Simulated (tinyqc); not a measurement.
How errors in the targets pass to the parameters: fitting sp3s* parameters to three gaps by Newton steps.

J:
```
           Esc     Vxapc     Vpaxc
Gamma  0.70090   0.00000   0.00000
X      0.00000  -0.85507   0.00000
L      0.39422  -0.23926  -0.12571
```

The gaps at Gamma, X and L of an sp3s* model are fitted with Esc, Vxapc and Vpaxc; J holds the derivatives of the gaps by these parameters at the start. The change of each parameter for +10 meV on one target is 10 J^-1, in meV.

Shifts (meV):

| target raised | Esc | Vxapc | Vpaxc |
|---|---|---|---|
| Gamma | 14.3 | 0.0 | 44.7 |
| X | 0.0 | -11.7 | 22.3 |
| L | 0.0 | 0.0 | -79.5 |

root sum of squares (meV): Esc 14.3, Vxapc 11.7, Vpaxc 93.9

What can be read from this table?

Independent errors of 10 meV leave Vpaxc least certain (94 meV) and Vxapc best fixed (11.7 meV). The largest single entry, 80 meV, comes from the target at L.

Computed by tinyqc, a small Python program: `OMP_NUM_THREADS=1 python tinyqc.py 1450224 1450225 out.jsonl` (the numbers bound the seed that draws the inputs); one thread of a shared host (Intel(R) Xeon(R) Processor @ 2.30GHz), about 0.2 s for the whole set of steps.
